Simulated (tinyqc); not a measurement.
# Changing the transverse mass m_t

Model: donor in an ellipsoidal valley (Kohn-Luttinger variational method). Computed by tinyqc, a small Python program. Command: `OMP_NUM_THREADS=1 python tinyqc.py 3001878 3001879 out.jsonl kohnlutt sweep`. One thread of a shared host (Intel(R) Xeon(R) Processor @ 2.30GHz), about 0.1 s of CPU time with the checks.

H = -(d^2/dx^2 + d^2/dy^2) - gamma d^2/dz^2 - 2/r in units built on m_t, with gamma = m_t/m_l and z along the valley axis. One valley; no valley-orbit or central-cell term.

Inputs (values chosen for the exercise, modelled on silicon): longitudinal mass m_l = 0.922 m_0; dielectric constant eps = 11.8.

Constants: Ry = 13.605693123 eV; a_0 = 0.529177210903 angstrom.

Method:
- Ry* = Ry m_t/eps^2, a* = a_0 eps/m_t, gamma = m_t/m_l.
- Trial function exp(-sqrt((x^2 + y^2)/a^2 + z^2/b^2)) with beta = b/a < 1: E = t/a^2 - u/a, t = (2 + gamma/beta^2)/3, u = 2 arcsin(sqrt(1 - beta^2))/sqrt(1 - beta^2); the best a is 2 t/u and E(beta) = -u^2/(4 t).
- Golden-section search on beta from 0.05 to 0.999, 60 steps.
- Gaussian basis: g = P exp(-al (x^2 + y^2) - be z^2) with P = 1 (s-like), z (2p0) or x (2p+-); al = 0.004 x 2.6^k, k = 0..11, and be/al = 1, gamma^(-1/2) or 1/gamma (36 functions); 1/r = (2/sqrt(pi)) int exp(-t^2 r^2) dt by 48 Gauss-Legendre points after t = sqrt(al_i + al_j) tan(theta); overlap eigenvalues below 1e-10 are dropped.

One run for each value:
```
transverse mass m_t (m_0),"1s binding energy, trial function (meV)",2p0 binding energy (meV),2p+- binding energy (meV),radius a of the 1s trial function (angstrom),radius b of the 1s trial function (angstrom)
0.031,6.745,3.537,1.147,119.68,36.660
0.048,9.734,4.736,1.723,80.95,28.809
0.075,14.031,6.283,2.595,54.62,22.668
0.120,20.411,8.315,3.969,36.33,17.740
0.180,27.946,10.432,5.689,25.71,14.452
0.290,39.977,13.378,8.614,17.24,11.450
0.450,54.956,16.532,12.510,12.02,9.316
0.710,75.527,20.228,18.239,8.33,7.587
```

What does the table show?

Over the rows, 1s binding energy, trial function (meV) rises from 6.75 to 75.5 (exponent d ln y / d ln x 0.84 between the first rows and 0.70 between the last); 2p0 binding energy (meV) rises from 3.54 to 20.2 (exponent d ln y / d ln x 0.67 between the first rows and 0.44 between the last); 2p+- binding energy (meV) rises from 1.15 to 18.2 (exponent d ln y / d ln x 0.93 between the first rows and 0.83 between the last).

Caution (rows 0.710): a* is only a few bond lengths, so central-cell and valley-orbit terms are large.

Extremes, crossings and ranges named in words are read from the listed rows.
